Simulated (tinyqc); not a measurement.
Ionisation potential and affinity of a slab from the planar-averaged potential: one step. The dipole behind the step. Two cases, with inputs chosen for the exercise.

Task: A step dV of the mean electron energy from A to vacuum across an interface equals 4 pi (e^2/4 pi eps0) times a dipole per area p (in e angstrom per angstrom^2). For a change of 0.1 eV in dV, give the charge per area moved over 2 angstrom in a medium of dielectric constant eps: sigma = 0.1 eps/(4 pi (e^2/4 pi eps0) 2). 1 angstrom^-2 = 1e16 cm^-2.

Constants: e^2/(4 pi eps0) = 14.39964547 eV angstrom.

Case 1.

Values chosen (out of a larger set: gap near that of GaAs; not measured data): eps = 2.8 (dielectric constant at the interface).

dV = vacuum - A = 5.92970 eV

Case 2.

Values chosen (out of a larger set: gap near that of Si; not measured data): eps = 2.5 (dielectric constant at the interface).

dV = vacuum - A = 8.21999 eV

Give: |p|; sigma.

Result:

Case 1.

|p| = 0.03277 e/angstrom
sigma = 7.74e+12 e/cm^2

With about 7e14 atoms per cm^2 in a plane (as on a silicon (100) face), 1.1 % of an electron per atom shifts the line-up by 0.1 eV.

Case 2.

|p| = 0.04543 e/angstrom
sigma = 6.91e+12 e/cm^2

With about 7e14 atoms per cm^2 in a plane (as on a silicon (100) face), 1.0 % of an electron per atom shifts the line-up by 0.1 eV.

Computed by tinyqc, one run a case: `OMP_NUM_THREADS=1 python tinyqc.py N N+1 out.jsonl` with N = 1881077, 1881086; one thread of a shared Intel(R) Xeon(R) Processor @ 2.30GHz, about 0.01 s a run at most.
